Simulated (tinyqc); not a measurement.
# Input admittance of a MOSFET at zero drain bias: distributed channel and distributed gate: effect of the channel length

Source and drain grounded, strong inversion, w = 2 pi f, Cox = eps0 eox/tox. The channel is an RC line of resistance 1/(mu Cox Vo) per square fed from both ends, so one finger has the intrinsic admittance y = i w Cox L tanh(g)/g per width, g = (1/2) sqrt(i w tau), tau = L^2/(mu Vo). The vertical resistance rv/L is in series with y, the overlaps 2 i w Cov in parallel: y_t = 1/(1/y + rv/L) + 2 i w Cov. The gate strip is a line of Rsh/L per length loaded by y_t, so a finger has Y = y_t Wf tanh(k)/k, k = (Wf/sd) sqrt(y_t Rsh/L); the device has Nf Y.

Low-frequency limits, with c = Cox L and ct = c + 2 Cov: R_strip = Rsh Wf/(3 sd^2 L Nf), R_ch = (c/ct)^2 L/(12 mu Cox Vo Wf Nf), R_vert = (c/ct)^2 rv/(L Wf Nf), C = ct Wf Nf. Z = 1/(Nf Y) = R + 1/(i w C), Q = |Im Z|/R, far-point signal |1/cosh k|.

Inputs (values chosen for the exercise); values of the order met in silicon radio-frequency transistors: relative permittivity of the gate insulator (close to silicon nitride) eox = 7.56; insulator thickness tox = 8.7 nm; finger width Wf = 7.4 um; number of fingers Nf = 64; channel mobility mu = 230 cm^2/(V s); gate overdrive Vo = 0.71 V; sheet resistance of the gate Rsh = 3.4 ohm/square; vertical resistivity of the gate stack rv = 4 ohm um^2; number of ends at which a finger is contacted sd = 1; overlap and fringe capacitance on each side Cov = 0.17 fF/um; frequency f = 4.6 GHz.

Constants: eps0 = 8.8541878128e-14 F/cm where lengths are in cm. Results are converted to the units shown.

Effect of the channel length:
```
L (um),w tau,|k|,R (ohm),low-frequency R (ohm),C (fF),Q,signal at the far point
0.03,0.0015929,0.31998,4.4207,4.4210,270.28,28.958,0.99911
0.058,0.0059540,0.27009,2.3323,2.3324,372.32,39.843,0.99953
0.11,0.021416,0.24091,1.3087,1.3088,561.81,47.057,0.99966
0.22,0.085664,0.22297,0.83589,0.83592,962.61,43.000,0.99963
0.42,0.31221,0.21386,0.80994,0.81000,1691.1,25.261,0.99927
0.8,1.1327,0.20838,1.1787,1.1794,3069.4,9.5635,0.99790
1.6,4.5310,0.19724,2.1883,2.2088,5810.5,2.7211,0.99344
3,15.929,0.15386,3.7383,4.1267,8393.3,1.1027,0.99213
```

As L goes from 0.03 to 3, R goes from 4.42 through a minimum of 0.810 (at L = 0.42 among the rows listed) to 3.74 ohm, C rises from 270 to 8390 fF and Q goes from 29.0 through a maximum of 47.1 (at L = 0.11 among the rows listed) to 1.10. R_strip falls as 1/L while R_ch grows with L, which gives the minimum of R.

Program tinyqc, `OMP_NUM_THREADS=1 python tinyqc.py 2262036 2262037 out.jsonl`; Intel Xeon 2.30GHz, shared host, one thread, about 0.01 s.
